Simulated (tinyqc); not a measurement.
Barrier height: exchange-split free-electron bands and tunnelling magnetoresistance.

Majority and minority bands E = c k^2/m -/+ Dx/2, c = hbar^2/2m0, so k_up = sqrt(m (EF + Dx/2)/c), k_dn = sqrt(m (EF - Dx/2)/c); n_s = k_s^3/(6 pi^2), D_s = m k_s/(4 pi^2 c).

Barrier: kappa = sqrt(mb phi/c), c = hbar^2/2m0. With a = k1/m, b = k2/m, w = kappa/mb, the transmission at normal incidence is T(k1, k2) = 4 a b w^2/[w^2 (a + b)^2 + (w^2 + a^2)(w^2 + b^2) sinh^2(kappa d)]. Parallel: G_P = T(up, up) + T(dn, dn); antiparallel: G_AP = 2 T(up, dn); TMR = (G_P - G_AP)/G_AP. Julliere: TMR = 2 P^2/(1 - P^2). Slonczewski factor: P_eff = P_k (w^2 - a_up a_dn)/(w^2 + a_up a_dn), P_k = (k_up - k_dn)/(k_up + k_dn).

Constants: hbar^2/2m0 = 3.80998211 eV angstrom^2.

Values chosen for the exercise: EF = 5.03 eV (Fermi energy above the mean band bottom); Dx = 8.44 eV (exchange splitting); m = 1.01 m0 (mass in the electrodes); mb = 0.95 m0 (mass in the barrier); d = 16.7 angstrom (barrier thickness).

Results:
```
phi (eV)  w (1/angstrom)    P_eff  TMR (%)       G_P
0.20               0.235  -0.4650    55.08   0.00172
0.40               0.332  -0.3972    37.46  0.000112
0.70               0.440  -0.3110    21.42  4.44e-06
1.0                0.526  -0.2393    12.15  3.09e-07
1.5                0.644  -0.1433     4.19  7.51e-09
2.0                0.743  -0.0682     0.94  3.21e-10
3.0                0.910   0.0415     0.34  1.60e-12
4.0                1.051   0.1178     2.81  1.83e-14
6.0                1.288   0.2170     9.89  9.89e-18
10                 1.662   0.3208    22.95  6.26e-23
```

P_eff vanishes where w^2 = a_up a_dn, at phi = 2.57 eV, inside the table; the lowest TMR listed is 0.34 % at 3 eV. TMR is 55.1 % at the lowest barrier and 22.9 % at the highest, against 83.8 % for Julliere with P_k; P_eff tends to +P_k for very high barriers and to -P_k for very low ones. G_P falls by 19.4 decades.

(tinyqc, `OMP_NUM_THREADS=1 python tinyqc.py 1682538 1682539 out.jsonl`, Intel(R) Xeon(R) Processor @ 2.30GHz, 1 thread, shared host, about 0.01 s.)
